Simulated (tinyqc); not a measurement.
MOS capacitor on a p-type substrate, surface potential from the exact charge relation: one step of the calculation.

Uniform p-type substrate, Boltzmann statistics, full ionisation, classical densities. psi is the surface potential against the body (positive when the bands bend down) and u = psi/Vt. Traps are spread evenly over the gap and neutral at flat band, so their charge is -q Dit psi; the minority quasi-Fermi level is shifted by Vb.

Problem. Flat band, threshold and scales. ni = sqrt(Nc Nv) exp(-Eg/(2 Vt)), Eg in volts; phiF = Vt ln(N/ni); Cox = eps0 eox/tox; Vfb = phiM - chi - (Eg - Vt ln(Nv/N)) - q Nf/Cox; Q0 = sqrt(2 eps0 eps_r q N Vt); r = (ni/N)^2 exp(-Vb/Vt); VT = Vfb + [(2 phiF + Vb)(1 + q Dit/Cox) + sqrt(2 eps0 eps_r q N (2 phiF + Vb))/Cox].

Inputs (values chosen for the exercise); band and dielectric values close to those of gallium arsenide: temperature T = 293 K; band gap Eg = 1.44 eV; relative permittivity eps_r = 13; conduction-band density of states at T Nc = 4.18e17 cm^-3; valence-band density of states at T Nv = 8.63e18 cm^-3; electron affinity chi = 4.12 eV; acceptor density of the substrate N = 1.4e15 cm^-3; relative permittivity of the gate insulator (close to silicon dioxide) eox = 3.9; insulator thickness tox = 3.9 nm; gate work function phiM = 4.63 eV; fixed charge at the interface, in units of q Nf = 0 cm^-2; density of interface traps Dit = 0 cm^-2 eV^-1; reverse bias of the inversion layer against the body Vb = 0 V.

Constants: q = 1.602176634e-19 C, kB = 1.380649e-23 J/K, Vt = kB T/q, eps0 = 8.8541878128e-14 F/cm where lengths are in cm. Results are converted to the units shown.

Wanted: ni; phiF; Cox; Vfb; Q0; r; VT.

Solution.

ni = 7.837e5 cm^-3
phiF = 0.5379 V
Cox = 0.8854 uF/cm^2
Vfb = -0.7097 V
Q0 = 3.611 nC/cm^2
r = 3.134e-19
VT = 0.3927 V

Numbers from tinyqc (`OMP_NUM_THREADS=1 python tinyqc.py 2060130 2060131 out.jsonl`; about 0.01 s on one thread of a shared Intel Xeon 2.30GHz).
